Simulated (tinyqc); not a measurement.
Standing waves and exposure in a photoresist film: sweeps and comparisons. A value that a table varies takes the place of the one given here.

Normal incidence from air. Unexposed resist: N1 = n1 + i k1 with k1 = (A + B) lam/(4 pi), lam in micrometres. r01 = (1 - N1)/(1 + N1), t01 = 2/(1 + N1). Substrate Ns = ns + i ks: r12 = (N1 - Ns)/(N1 + Ns). With p = exp(2 pi i N1 d/lam), the field at depth z is E(z) = t01 [exp(2 pi i N1 z/lam) + r12 p^2 exp(-2 pi i N1 z/lam)]/(1 + r01 r12 p^2), the relative intensity I(z) = n1 |E(z)|^2 and the reflectance R = |(r01 + r12 p^2)/(1 + r01 r12 p^2)|^2.

Parameters, chosen for this exercise (a resist on Cu, indices near tabulated ones; shifted at random, so the results belong to these values and not to a real crystal): lam = 365 nm (vacuum wavelength); n1 = 1.693 (resist index); A = 0.26 1/micrometre (bleachable absorption (Dill A)); B = 0.09 1/micrometre (fixed absorption (Dill B)); d = 758 nm (resist thickness); ns = 1.269 (substrate n); ks = 1.945 (substrate k).

## Swing of the coupled dose with resist thickness

The mean of I is taken over 800 depths; the relative dose to clear is taken as 1/(mean of I over the lowest period, 60 depths), scaled to 1 in the first row.

Swing:
```
d (nm)       R  mean I  relative dose
758.0   0.2758  0.9699          1.000
776.0   0.0948  1.2085          0.809
793.9   0.0495  1.2732          0.782
811.9   0.2088  1.0586          0.952
829.9   0.3433  0.8691          1.155
847.8   0.3629  0.8293          1.194
865.8   0.2622  0.9479          1.036
883.8   0.0860  1.1702          0.846
901.7   0.0424  1.2281          0.819
919.7   0.1971  1.0280          0.989
937.7   0.3294  0.8501          1.192
955.6   0.3487  0.8136          1.231
973.6   0.2495  0.9266          1.074
```

What does this show, and why?

The period is 107.8 nm, six rows. The relative dose swings between 0.782 and 1.231, a ratio (max - min)/mean of 0.446, against the estimate 4 sqrt(|r01|^2 |r12|^2) exp(-(A + B) d) = 0.441 for the oscillating part alone; the ratio from the table also holds the slow rise from absorption, 7.4 % over two periods, so the two are not strictly comparable. The dose is least sensitive to thickness at an extremum; the lowest dose listed is at 793.9 nm.

## What moves the exposure

The mean of I is over 800 depths. Each row changes one parameter from the base and keeps the others.

Results:
```
case                   |r12|^2       R  mean I  I at the bottom
base                    0.3115  0.2758  0.9699           0.6228
d = 768 nm              0.3115  0.1757  1.1005           0.7050
n1 = 1.71               0.3102  0.2008  1.0689           0.6949
B = 0.29 1/micrometre   0.3091  0.2269  0.8852           0.5390
ks = 1.751              0.2703  0.2407  0.9622           0.6724
ns = 1.396              0.2867  0.2674  0.9487           0.5832
```

What can be read from the table?

The largest shifts from the base row, up to three for each result and ties (the steps differ in size, so this ranks the rows, not the parameters). |r12|^2: ks -0.0411, ns -0.0248, B -0.0023; unchanged at the printed digits by d. R: d -0.1001, n1 -0.0751, B -0.0489. mean I: d +0.1306, n1 +0.0990, B -0.0847. I at the bottom: B -0.0838, d +0.0822, n1 +0.0720.

Run: tinyqc, `OMP_NUM_THREADS=1 python tinyqc.py 1651271 1651272 out.jsonl`; Intel(R) Xeon(R) Processor @ 2.30GHz, one thread, shared host; about 0.01 s of CPU time with all checks.
